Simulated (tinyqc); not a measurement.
Random telegraph noise from one oxide trap in a small MOSFET: one step of the calculation.

An acceptor-like trap exchanges electrons with the channel. Inversion charge Q = Cox u, u = n Vt W0(exp((Vg - VT)/(n Vt))), W0 the Lambert function, n = nf, Cox = eps0 eox/tox; linear regime Id = (W/L) mu Q Vd. Relative to threshold the surface potential rises by Vt ln(u/u0) and the oxide voltage by the rest of Vg - VT, with u0 = n Vt W0(1).

Task. Trap level, time constants and occupancy. N = Cox u/q; dpsi = Vt ln(u/u0); E = E0 - dpsi - (xt/tox)(Vg - VT - dpsi); capture time tc = 1/[(N/zi) vth s0 exp(-xt/lt - EB/Vt)]; emission time te = tc exp(-E/Vt); occupancy te/(tc + te).

Inputs (values chosen for the exercise); values of the order met in silicon transistors:
```
symbol  value  unit                                                                 meaning
T         350     K                                                             temperature
eox       3.9        relative permittivity of the gate insulator (close to silicon dioxide)
tox       3.5    nm                                                     insulator thickness
xt        1.4    nm                            depth of the trap from the channel interface
E0       0.28    eV                   trap level above the channel Fermi level at threshold
s0      7e-15  cm^2                                                       capture prefactor
EB       0.32    eV                                    capture barrier (lattice relaxation)
lt       0.12    nm                                                 tunnelling decay length
vth     1.5e7  cm/s                                                        thermal velocity
zi        1.5    nm                                        thickness of the inversion layer
VT       0.38     V                                                       threshold voltage
nf        1.4                                                                   body factor
Vg       0.99     V                                                            gate voltage
```

Constants: q = 1.602176634e-19 C, kB = 1.380649e-23 J/K, Vt = kB T/q, eps0 = 8.8541878128e-14 F/cm where lengths are in cm. Results are converted to the units shown.

Give: u; N; dpsi; E; tc; te; occupancy.

Result.

u = 0.50520 V
N = 3.1110e12 cm^-2
dpsi = 0.091962 V
E = -0.019177 eV
tc = 0.0021705 s
te = 0.0040993 s
occupancy = 0.65381

The trap lies 0.64 Vt below the Fermi level, so it is filled most of the time.

Range of the model: VT is taken as given; short-channel effects and the uneven flow of current among few electrons are left out.

tinyqc, about 0.01 s, one thread, Intel Xeon 2.30GHz (shared host): `OMP_NUM_THREADS=1 python tinyqc.py 2710031 2710032 out.jsonl`
